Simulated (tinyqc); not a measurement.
Band edges of strained Si(1-x)Ge(x) on relaxed Si(1-y)Ge(y), step by step. Values are carried at full precision from step to step, so a last printed digit may differ when a step is redone from the rounded ones.

Values are linear in the Ge fraction but for ED(x) = linear - CD x (1 - x) and a(x) = linear - Ca x (1 - x). Energies are on the common scale of Ev.

Inputs chosen for the exercise (end members near Si and Ge, in this order; shifted at random, so the results belong to these values and not to a real crystal): a = (5.43, 5.654) angstrom (lattice constant); Dso = (0.044, 0.294) eV (spin-orbit splitting); av = (2.48, 1.25) eV (valence hydrostatic potential); b = (-2.07, -2.52) eV (tetragonal shear potential); d = (-4.74, -5.34) eV (trigonal shear potential); C11 = (164.6, 129.4) GPa; C12 = (64, 47.7) GPa; C44 = (79.7, 66) GPa; Ev = (0, 0.65) eV (top of the unstrained valence band); ED = (1.157, 0.926) eV (gap to the Delta valleys); EL = (1.971, 0.754) eV (gap to the L valleys); aD = (1.63, 1.27) eV (hydrostatic potential of the Delta gap); aL = (-3.29, -3.04) eV (hydrostatic potential of the L gap); XuD = (8.95, 9.15) eV (uniaxial potential, Delta); XuL = (16.49, 15.34) eV (uniaxial potential, L); CD = 0.191 eV (bowing of the Delta gap); Ca = 0 angstrom (bowing of the lattice constant); x = 1 (Ge fraction of the layer); y = 0.84 (Ge fraction of the relaxed buffer); face = 111 (growth face).

## Values of the layer and the buffer

Interpolate at x and at y.

Interpolated values (a in angstrom, C11, C12, C44 in GPa, all else in eV):

| symbol | layer | buffer |
|---|---|---|
| a | 5.6540 | 5.6182 |
| Dso | 0.2940 | 0.2540 |
| av | 1.2500 | 1.4468 |
| b | -2.5200 | -2.4480 |
| d | -5.3400 | -5.2440 |
| C11 | 129.4000 | 135.0320 |
| C12 | 47.7000 | 50.3080 |
| C44 | 66.0000 | 68.1920 |
| Ev | 0.6500 | 0.5460 |
| ED | 0.9260 | 0.9373 |
| EL | 0.7540 | 0.9487 |
| aD | 1.2700 | 1.3276 |
| aL | -3.0400 | -3.0800 |
| XuD | 9.1500 | 9.1180 |
| XuL | 15.3400 | 15.5240 |

## Strain of the layer on a (111) buffer

Coherent growth on a (111) face: e_par = (a(y) - a(x))/a(x), e_perp = -(2 C11 + 4 C12 - 4 C44)/(C11 + 2 C12 + 4 C44) e_par; exx = eyy = ezz = (2 e_par + e_perp)/3 and exy = eyz = ezx = (e_perp - e_par)/3.

Use the elastic constants of the layer.

e_par = -0.006339
e_perp = 0.002407

strain tensor in the cubic axes:
```
           x          y          z
x  -0.003424   0.002915   0.002915
y   0.002915  -0.003424   0.002915
z   0.002915   0.002915  -0.003424
```

The layer is under compression in the plane; its volume changes by -1.027 %.

## Conduction valleys of the layer

A valley with unit axis u lies at Ev + gap + (av + a_valley) tr(e) + Xu (u.e.u - tr(e)/3); the Delta axes are x, y, z and the L axes [111], [1-1-1], [-11-1], [-1-11]. The second-order shift of the Delta valleys under shear is left out; it lowers the pair normal to the sheared plane by tens of meV at a shear of 1 %.

Give the hydrostatic shifts, the uniaxial shifts and the edges.

hydrostatic shifts of Delta and L (eV): -0.0259  0.0184

uniaxial shifts (eV): Delta x 0.0000, Delta y 0.0000, Delta z 0.0000, L [111] 0.0894, L [1-1-1] -0.0298, L [-11-1] -0.0298, L [-1-11] -0.0298

valley edges (eV): Delta x 1.5501, Delta y 1.5501, Delta z 1.5501, L [111] 1.5118, L [1-1-1] 1.3926, L [-11-1] 1.3926, L [-1-11] 1.3926

The lowest set is L3 (the digit counts whole valleys) at 1.3926 eV; the Delta valleys spread over 0 meV and the L valleys over 119 meV.

## Valence edges of the layer

Valence edges: Ev plus the levels of the 6 x 6 matrix of X, Y, Z times spin with -Dso/3 + l exx + m (eyy + ezz) on the diagonal (cyclic), n exy off it, l = av + 2 b, m = av - b, n = sqrt(3) d. Spin-orbit term (Dso/3) L.sigma on X, Y, Z with (L_k)_ij = -i epsilon_kij: <X+|H|Y+> = -i Dso/3, <X+|H|Z-> = Dso/3, <Y+|H|Z-> = -i Dso/3, <Z+|H|X-> = -Dso/3, <Z+|H|Y-> = i Dso/3, <X-|H|Y-> = i Dso/3, and their conjugates; + and - are the spin along z.

Give the strain block and the three twofold edges.

strain block (eV), lower triangle:
```
         X        Y        Z
X  -0.0128
Y  -0.0270  -0.0128
Z  -0.0270  -0.0270  -0.0128
```

edges from the top (eV): 0.6641  0.6155  0.3378

The top two edges are split by 49 meV.

## Gap and offsets against the buffer

Buffer: Ev(y) and Ec = Ev(y) + min(ED, EL). dEc = Ec(buffer) - Ec(layer), dEv = Ev(layer) - Ev(buffer); positive values confine the carrier in the layer; type I if both have one sign.

gap of the strained layer = 0.7284 eV
gap of the buffer = 0.9373 eV
dEc = 0.0907 eV
dEv = 0.1181 eV

Type I: electrons collect in the layer (91 meV) and holes in the layer (118 meV). The relaxed layer would have a gap of 0.754 eV, so strain has moved it by -26 meV.

## Checks

- Mean of the three Delta edges against the hydrostatic shift alone (eV): both 1.55012.

Program tinyqc; command `OMP_NUM_THREADS=1 python tinyqc.py 1050615 1050616 out.jsonl`; about 0.02 s on one thread of a shared Intel(R) Xeon(R) Processor @ 2.30GHz.
